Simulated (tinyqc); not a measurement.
Channel direction: nanosheet or nanowire with hard walls, valleys of the Si type.

Six ellipsoidal valleys along the cube axes: inverse mass tensor w = 1/mt + (1/ml - 1/mt) a a^T with a the unit axis. Device axes: x along the channel, z = [001], y = z x x.

Hard walls around a W x H rectangle. The block w_c of w in (y, z) confines; the transport mass follows from 1/m_x = w_xx - w_xc w_c^-1 w_cx. The cross-section problem c (w_yy ky^2 + 2 w_yz ky kz + w_zz kz^2), c = hbar^2/2m0, is solved in products sin(n pi y/W) sin(l pi z/H), n, l = 1 to 12; if w_yz = 0 the levels are c pi^2 (w_yy n^2/W^2 + w_zz l^2/H^2). The w_yz term couples (n, l) to (n', l') by -2 c w_yz D_nn'(W) D_ll'(H) with D_nm(L) = 4 n m/(L (n^2 - m^2)) for n + m odd and 0 otherwise.

Without degeneracy the line density is N1 exp((EF - Ec)/kB T) with N1 = sum 2 g sqrt(m_x kB T/(4 pi c)) exp(-E/kB T), here over n, l up to 80 where w_yz = 0 and over all levels of a 12 x 12 sine basis otherwise; the classical value is W H Nc with Nc = 2 g_all (m_dos kB T/(4 pi c))^(3/2), m_dos = (ml mt^2)^(1/3); dVt = kB T ln(W H Nc/N1).

Constants: hbar^2/2m0 = 3.80998211 eV angstrom^2; kB = 8.617333262e-05 eV/K.

Values chosen for the exercise (near those of Si; the results hold for these values, not for the real material):
- ml = 0.933 m0 (longitudinal mass)
- mt = 0.191 m0 (transverse mass)
- T = 300 K (temperature)
- g_all = 6 (number of valleys)
- W = 120 angstrom (width, along y)
- H = 34 angstrom (height, along z = [001])

The same rectangle along [100] and [110]; groups ordered by w_zz, then w_yy.

Lowest level of each group:
```
channel, group  valleys g   w_yy   w_zz  |w_yz|  m_x (m0)  E (eV)
[100] A                 2  5.236  1.072   0.000     0.191  0.0485
[100] B                 2  1.072  5.236   0.000     0.191  0.1731
[100] C                 2  5.236  5.236   0.000     0.933  0.1840
[110] A                 2  5.236  1.072   0.000     0.191  0.0485
[110] B                 4  3.154  5.236   0.000     0.562  0.1785
```

What can be read from this table?

The lowest subband has m_x = 0.191 m0 and 2 valleys along [100], and 0.191 m0 and 2 valleys along [110]; its edge lies at 0.0485 and 0.0485 eV. These valleys have their axis along z, so turning the channel in the wafer plane leaves them alone; only the higher groups change.

tinyqc: `OMP_NUM_THREADS=1 python tinyqc.py 1281471 1281472 out.jsonl`; about 0.03 s, one thread, shared Intel(R) Xeon(R) Processor @ 2.30GHz.
